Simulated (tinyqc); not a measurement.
Density dependence: plasmons of a degenerate electron gas in the random-phase approximation.

Zero temperature, parabolic band: kF = (3 pi^2 n)^(1/3), EF = c kF^2/m, Ep^2 = 8 pi c e2 n/(m eb), qTF^2 = 6 pi e2 n/(eb EF), c = hbar^2/2m0, e2 = e^2/(4 pi eps0), n in 1/angstrom^3 (1e-24 per 1/cm^3).

Lindhard function: eps(q, E)/eb = 1 + (qTF/q)^2 (f1 + i f2) with z = q/(2 kF), u = E/(hbar vF q), hbar vF = 2 c kF/m; f1 = 1/2 + [h(z - u) + h(z + u)]/(8 z), h(x) = (1 - x^2) ln|(x + 1)/(x - 1)|; f2 = pi u/2 for z + u < 1, (pi/(8 z))(1 - (z - u)^2) for |z - u| < 1 < z + u, else 0. Pairs exist for c (q^2 - 2 q kF)/m < E < c (q^2 + 2 q kF)/m.

Constants: hbar^2/2m0 = 3.80998211 eV angstrom^2; e^2/(4 pi eps0) = 14.39964547 eV angstrom; a0 (Bohr radius) = 0.5291772105 angstrom.

Inputs chosen for the exercise (out of a larger set: a free-electron density near that of Al; not measured data):
```
symbol  value     unit    meaning
n       1.79e+23  1/cm^3  electron density
m       1         m0      mass
eb      1                 background dielectric constant
```

n is multiplied by the factor listed.

Results:
```
factor     rs  EF (eV)  Ep (eV)  Ep/EF  qc/kF  alpha = 3 EF/(5 Ep)
0.10    4.481    2.495    4.968  1.991  0.986                0.301
0.20    3.557    3.961    7.026  1.774  0.905                0.338
0.50    2.621    7.296    11.11  1.523  0.807                0.394
1.0     2.080    11.58    15.71  1.356  0.740                0.442
5.0     1.216    33.87    35.13  1.037  0.604                0.578
10      0.965    53.76    49.68  0.924  0.553                0.649
```

Give the missing row, factor = 2.0.

Computed row:
```
factor     rs  EF (eV)  Ep (eV)  Ep/EF  qc/kF  alpha = 3 EF/(5 Ep)
2.0     1.651    18.38    22.22  1.208  0.678                0.496
```

Over two decades Ep grows by 10.0 (n^(1/2)) and EF by 21.5 (n^(2/3)), so Ep/EF falls from 1.991 to 0.924 as sqrt(rs), and qc/kF from 0.986 to 0.553: in a dense gas the plasmon enters the continuum earlier on the scale of kF. alpha is the coefficient in E = Ep + alpha hbar^2 q^2/(m m0). The random-phase values are only rough in the rows with rs above about 2 (up to 4.5 here).

Program tinyqc; command `OMP_NUM_THREADS=1 python tinyqc.py 1650420 1650421 out.jsonl`; about 0.01 s on one thread of a shared Intel(R) Xeon(R) Processor @ 2.30GHz.
